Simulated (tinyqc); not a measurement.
# Joule-heated wire on a substrate, fin equation, step by step

tinyqc, about 0.01 s, one thread, Intel Xeon 2.30GHz (shared host): `OMP_NUM_THREADS=1 python tinyqc.py 2520004 2520005 out.jsonl` Printed values are rounded.

A wire of length L loses heat along itself to two contacts and sideways to the substrate: kap A theta'' - g theta + p = 0 with theta = T - T0 and p = p0. The ends are held at T0. Constant conductivity, diffusive heat flow.

Inputs (values chosen for the exercise):
```
symbol,value,unit,meaning
T0,300,K,temperature of substrate and contacts
kap,8.1,W/(m K),conductivity along the wire
A,160,nm^2,cross-section
g,0.75,W/(m K),conductance per length to the substrate
L,290,nm,length between the contacts
Rc,0,K/uW,thermal resistance of each contact
p0,0.11,uW/nm,heating per length
```

## Healing length

LH = sqrt(kap A/g); far from the contacts uniform heating p0 would give theta = p0/g.

LH = 41.5692 nm
L/LH = 6.97632
p0/g = 146.667 K

## The tridiagonal system

Nodes x_i = i h, h = L/8; box widths w_i = h (h/2 at the ends); c = kap A/h; equation of node i: -c theta_(i-1) + d_i theta_i - c theta_(i+1) = b_i with d_i = 2 c + g w_i, b_i = p(x_i) w_i; theta = 0 at the end nodes.

c = 0.0357517 uW/K

```
node   d (uW/K)   b (uW)
1     0.0986909  3.98750
2     0.0986909  3.98750
3     0.0986909  3.98750
4     0.0986909  3.98750
5     0.0986909  3.98750
6     0.0986909  3.98750
7     0.0986909  3.98750
```

## Temperature rise

Solve -c theta_(i-1) + d_i theta_i - c theta_(i+1) = b_i for nodes 1 to 7, with theta = 0 at nodes 0 and 8.

theta, node 0 to 8 (K): 0.000  83.442  118.806  132.982  136.752  132.982  118.806  83.442  0.000

The hottest node is 4, at 136.8 K above T0; a mesh of 800 steps gives a peak of 137.7 K, so the coarse value is 0.70 % below it. On the fine mesh 71.4 % of the heat leaves through the substrate and the rest through the contacts.

## Closed form at the middle

theta(L/2) = (p0/g)[1 - 1/(cosh(L/(2 LH)) + Rc g LH sinh(L/(2 LH)))], LH = sqrt(kap A/g).

theta(L/2) = 137.712 K
